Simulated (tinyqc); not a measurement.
A particle near a wafer in liquid: double-layer and van der Waals forces (DLVO), deposition barrier and removal: one step, computed by the program tinyqc. Command: `OMP_NUM_THREADS=1 python tinyqc.py 3111168 3111169 out.jsonl dlvo walk`. One thread of a shared host (Intel(R) Xeon(R) Processor @ 2.30GHz), about 0.01 s of CPU time with the checks.

Sphere and flat wall, Derjaguin approximation, constant potentials in the linear-superposition form, no retardation and no hydration force.

Problem. Screening. kappa^2 = 2 z^2 e^2 N_A (1000 c)/(eps eps_0 k_B T); gamma_i = tanh(z e psi_i/(4 k_B T)); Z = 64 pi eps eps_0 (k_B T/(z e))^2 gamma_1 gamma_2.

Inputs (values chosen for the exercise, of the order of those for ceria on silica in water):
```
quantity                           value   unit
particle radius R                     13     nm
potential of the particle psi_1      -33     mV
potential of the wafer psi_2         -35     mV
salt concentration c               0.017  mol/L
valence z of the symmetric salt        1      -
temperature T                        293      K
dielectric constant of the liquid   80.2      -
```

Constants: e = 1.602176634e-19 C; N_A = 6.02214076e+23 1/mol; eps_0 = 8.8541878128e-12 F/m; k_B = 1.380649e-23 J/K; k_B = 8.617333262e-05 eV/K.

Give: kappa; Debye length; gamma_1; gamma_2; Z; kappa R.

Solution.

kappa = 0.4277 1/nm

Debye length = 2.338 nm

gamma_1 = -0.3156

gamma_2 = -0.3333

Z = 9.575 pN

kappa R = 5.561

Like signs: the double layers repel.
